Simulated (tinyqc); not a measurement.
Liquidus of a compound AB in a simple-solution melt, liquid-phase epitaxy and vapour pressures: one step, computed by the program tinyqc. Command: `OMP_NUM_THREADS=1 python tinyqc.py 3004666 3004667 out.jsonl liq35 walk`. One thread of a shared host (Intel(R) Xeon(R) Processor @ 2.30GHz), about 0.03 s of CPU time with the checks.

x is the atom fraction of B in the melt. The melt is a simple solution: R T ln gamma_B = W (1 - x)^2, R T ln gamma_A = W x^2, W = a + b T. The solid AB is stoichiometric.

Task: Layer thickness. Semi-infinite melt (Hsieh): step d = 2 dT sqrt(D t/pi)/(C_S m); ramp d = (4/3) c sqrt(D/pi) t^(3/2)/(C_S m); supercooling is their sum. A melt of depth w can give at most w (undercooling)/(C_S m).

Inputs (values chosen for the exercise, for a model compound):
```
quantity                     value    unit
saturation temperature T       778       K
step dT                        7.7       K
cooling rate c                0.32   K/min
growth time t                 0.52     min
diffusivity in the melt D  9.1e-05  cm^2/s
melt depth w                   6.9      mm
```

Growth programme: step cooling.

C_S = 1.765733e+22 1/cm^3

slope m = 3.134333e-20 K cm^3

Give: thickness d; largest thickness from this melt; sqrt(D t)/w.

Result:

thickness d = 8.365 micrometre

largest thickness from this melt = 96.00 micrometre

sqrt(D t)/w = 0.07722

The layer uses 9 % of what the melt could give.
